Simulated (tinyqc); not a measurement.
On-chip interconnect, size-dependent resistivity and RC delay: course in time.

A rectangular line between two neighbours and two ground planes. Surface and grain-boundary scattering are added to the bulk resistivity as corrections; capacitances are parallel-plate values without fringing; inductance is ignored.

4 equal pi sections: series Rs = r Lw/4; node capacitances c Lw/4, halved at nodes 0 and 4, with Cl added to node 4; Rd feeds node 0. Elmore delay of node k: the sum, over the resistors on the path to k, of resistance times all capacitance downstream of it.

A 1 V step is applied behind Rd at t = 0. C dv/dt = -G v + b, with G the conductance matrix of the ladder (1/Rs between neighbours, 1/Rd added at node 0) and b = (1 V/Rd, 0, ...). Backward Euler step: (C/dt + G) v(new) = (C/dt) v + b. The last column solves the same ladder exactly by its modes.

Values chosen for this exercise:
```
symbol  value  unit            meaning
Rd       2200   ohm  driver resistance
dt        130    ps          time step
```

Rs = 19160.0 ohm
C, node 0 to 4 (fF): 3.25980  6.51959  6.51959  6.51959  4.14980

Voltages (V):
```
t (ps)	node 0	node 2	node 4	node 4, exact
130.0	0.8887	0.1367	0.0362	0.0150
260.0	0.9480	0.2704	0.1040	0.0874
390.0	0.9605	0.3783	0.1873	0.1872
520.0	0.9673	0.4646	0.2738	0.2874
650.0	0.9721	0.5355	0.3566	0.3788
780.0	0.9759	0.5950	0.4328	0.4596
910.0	0.9790	0.6460	0.5012	0.5303
1040	0.9817	0.6902	0.5619	0.5918
1170	0.9840	0.7286	0.6156	0.6453
1300	0.9860	0.7621	0.6628	0.6918
1430	0.9877	0.7915	0.7043	0.7322
1560	0.9892	0.8172	0.7407	0.7673
```

The far end of the ladder reaches 0.5 V at 852.1 ps, 0.756 of its Elmore delay (ln 2 = 0.693 for a single pole); the slowest mode has a time constant of 925.0 ps. The largest error of the backward Euler steps at that node is 30 mV.

Range of the model: The metal width is under the mean free path, where the thick-limit surface term and the simple sum of corrections lose accuracy.

tinyqc, about 0.01 s, one thread, Intel Xeon 2.30GHz (shared host): `OMP_NUM_THREADS=1 python tinyqc.py 2100143 2100144 out.jsonl`
